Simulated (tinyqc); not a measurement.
Switching kinetics of a ferroelectric film and the memory window of a ferroelectric gate stack: one step, computed by the program tinyqc. Command: `OMP_NUM_THREADS=1 python tinyqc.py 3013256 3013257 out.jsonl feswitch walk`. One thread of a shared host (Intel(R) Xeon(R) Processor @ 2.30GHz), about 0.03 s of CPU time with the checks.

Fields in MV/cm; 1 microcoulomb/cm^2 over eps_0 is 11.29409 MV/cm. In the stack (metal, ferroelectric, interlayer, channel) the channel is taken as a conductor.

Question. Fields in the stack. Series stack: V = E_F t_F + E_I t_I and eps_I E_I = eps_F E_F + (1 - s) P/eps_0. Before switching P = -P_r, after it P = +P_s; in retention V = 0 and P = +P_r.

Inputs (values chosen for the exercise, for a model film):
```
quantity                                 value               unit
saturation polarisation P_s                 22  microcoulomb/cm^2
ratio P_r/P_s                             0.74                  -
coercive field E_c                         1.3              MV/cm
permittivity of the ferroelectric eps_F     24                  -
thickness t_F                               16                 nm
permittivity of the interlayer eps_I       3.9                  -
interlayer thickness t_I                   1.1                 nm
share s of P screened by trapped charge   0.85                  -
pulse height V                             5.8                  V
breakdown field of the interlayer           12              MV/cm
```

Give: E_F before switching; E_F after switching; E_I after switching; depolarising field in retention; depolarising field over E_c.

Answer.

E_F before switching = 2.889 MV/cm

E_F after switching = 2.086 MV/cm

E_I after switching = 22.39 MV/cm

depolarising field in retention = 0.3416 MV/cm

depolarising field over E_c = 0.2628

Caution: the interlayer field exceeds its breakdown field, so charge injection would change the fields.
